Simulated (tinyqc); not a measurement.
Junction parameters from two forward currents.

Problem. D(v) = J1 (exp(v/Vt) - 1) + J2 (exp(v/(2 Vt)) - 1). Find J1, J2 and the voltage 2 Vt ln(J2/J1) near which both parts are equal.

Inputs (values chosen for the exercise):
- T = 300 K (temperature)

Constants: q = 1.602176634e-19 C, kB = 1.380649e-23 J/K, Vt = kB T/q. Results are converted to the units shown.

junction voltages (V): [0.32, 0.66]
currents (uA/um): [8.8287643e-6, 0.044215926]

Solution. The current is linear in J1 and J2, so two points give two equations.

J1 = 3.100e-13 uA/um
J2 = 1.800e-8 uA/um
crossover = 0.5672 V

Numbers from tinyqc (`OMP_NUM_THREADS=1 python tinyqc.py 2182118 2182119 out.jsonl`; about 0.2 s on one thread of a shared Intel Xeon 2.30GHz).
